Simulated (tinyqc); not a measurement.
## Vertical double-diffused power MOSFET, components of the on-resistance: On-resistance against the rated breakdown voltage of the drift layer

Stripe cells of pitch Wp + a, two channels a cell. Current flows through the channels, spreads in the accumulation layer, passes the gap between the p bodies and spreads at 45 degrees into the drift layer below them. Low drain voltage, full ionisation.

Triangular field at breakdown with Ec = Kc N^(1/8): BV = eps0 eps_r Ec^2/(2 q N), so N = (eps0 eps_r Kc^2/(2 q BV))^(4/3); W = 2 BV/Ec; mu = mud (T/300 K)^(-bt); rho = 1/(q mu N); ideal resistance rho W. Pitch p = Wp + a, Cox = 3.9 eps0/tox; zero-bias depletion in the gap w0 = sqrt(2 eps0 eps_r Vbi/(q N Nj)), open gap g = a - 2 w0; R_ch = Lc p/(2 mch Cox Vov); R_acc = 0.6 a p/(4 mac Cox Vov), 0.6 being an empirical factor for current leaving the layer along its length; R_gap = (rho/Nj) xp p/g; spreading depth t = min(W, (p - g)/2); R_drift = (rho p/2) ln((g + 2 t)/g) + rho (W - t); R_on = the sum with Rs.

Parameters, values chosen for the exercise; bulk values close to those of silicon: temperature T = 400 K; relative permittivity eps_r = 11.4; critical-field constant Kc = 4000 V/cm per (cm^-3)^(1/8); drift mobility at 300 K mud = 1230 cm^2/(V s); temperature exponent of the drift mobility bt = 2.6; gate oxide thickness (eps_r 3.9) tox = 64 nm; gate overdrive Vov = 10 V; channel mobility mch = 440 cm^2/(V s); accumulation-layer mobility mac = 410 cm^2/(V s); channel length Lc = 0.4 um; width of the p body in one cell, channels included Wp = 5.6 um; gap between neighbouring p bodies a = 3.2 um; depth of the p body xp = 1.1 um; doping of the gap over the drift doping Nj = 2; built-in voltage of the body junction Vbi = 0.641 V; substrate and contact resistance Rs = 0.48 mohm cm^2.

Constants: q = 1.602176634e-19 C, eps0 = 8.8541878128e-14 F/cm where lengths are in cm. Results are converted to the units shown.

The same in every row: R_ch (mohm cm^2) = 0.07414; R_acc (mohm cm^2) = 0.1909.

Results:

| BV (V) | R_gap (mohm cm^2) | R_drift (mohm cm^2) | R_on (mohm cm^2) | ideal (mohm cm^2) | largest term |
|---|---|---|---|---|---|
| 20 | 0.05072 | 0.06246 | 0.8583 | 0.02680 | substrate |
| 34 | 0.1062 | 0.2073 | 1.059 | 0.1010 | substrate |
| 59 | 0.2325 | 0.6769 | 1.654 | 0.4006 | drift |
| 100 | 0.5043 | 2.115 | 3.364 | 1.498 | drift |
| 170 | 1.143 | 7.087 | 8.976 | 5.645 | drift |
| 510 | 8.605 | 98.81 | 108.2 | 88.00 | drift |
| 870 | 44.90 | 374.4 | 420.0 | 334.5 | drift |

Estimate the missing row, BV = 300 V.

Computed row:

| BV (V) | R_gap (mohm cm^2) | R_drift (mohm cm^2) | R_on (mohm cm^2) | ideal (mohm cm^2) | largest term |
|---|---|---|---|---|---|
| 300 | 2.977 | 27.21 | 30.93 | 23.35 | drift |

With this row back in the table: R_on rises from 0.858 to 420 mohm cm^2. The substrate term is the largest at BV = 20, the drift term from 59 on. R_on is 32.0 times the ideal drift resistance in the first row and 1.26 times in the last. The ideal resistance goes as BV^(2.50), and R_on as BV^(2.54) between the last two rows.

Computed by the program tinyqc: `OMP_NUM_THREADS=1 python tinyqc.py 2230040 2230041 out.jsonl`, one thread of a shared Intel Xeon 2.30GHz, about 0.01 s for the whole run.
